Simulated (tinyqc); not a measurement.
Equilibrium crystal shape, supported particles, Gibbs-Thomson effect and coarsening: one step, computed by the program tinyqc.

A cubic crystal bounded by {100}, {110} and {111} facets only.

Problem. Gibbs-Thomson solubility and coarsening. Spherical precipitates of nearly pure solute with atomic volume Omega: x(r) = x_inf exp(l/r), l = 2 gamma_i Omega/(k_B T). Diffusion-limited coarsening at small volume fraction (Lifshitz-Slyozov-Wagner): r^3 = r0^3 + K t, K = (4/9) D x_inf l; the number density falls as (r0/r)^3. The steady size distribution is assumed from the start, and D and x_inf are inputs that do not follow T.

Inputs (values chosen for the exercise, for a model metal): temperature T = 975 K; precipitate interface energy gamma_i = 0.38 J/m^2; solubility x_inf at a flat interface = 1.7e-05; diffusivity D = 2.1e-17 m^2/s; mean radius at the start r0 = 1.2 nm; time t = 44000 s.

Omega = 16.12030 angstrom^3

Constants: k_B = 1.380649e-23 J/K.

Give: capillary length l; x(r0)/x_inf; rate constant K; mean radius at t; number density over its start.

Solution.

capillary length l = 0.91012 nm

x(r0)/x_inf = 2.1349

rate constant K = 1.4441e-04 nm^3/s

mean radius at t = 2.0068 nm

number density over its start = 0.21381

The time to double the radius is 7 r0^3/K = 84000 s; t is 0.53 times that. Caution: l is not small against r0, so the linearised Gibbs-Thomson law behind the coarsening rate is rough.
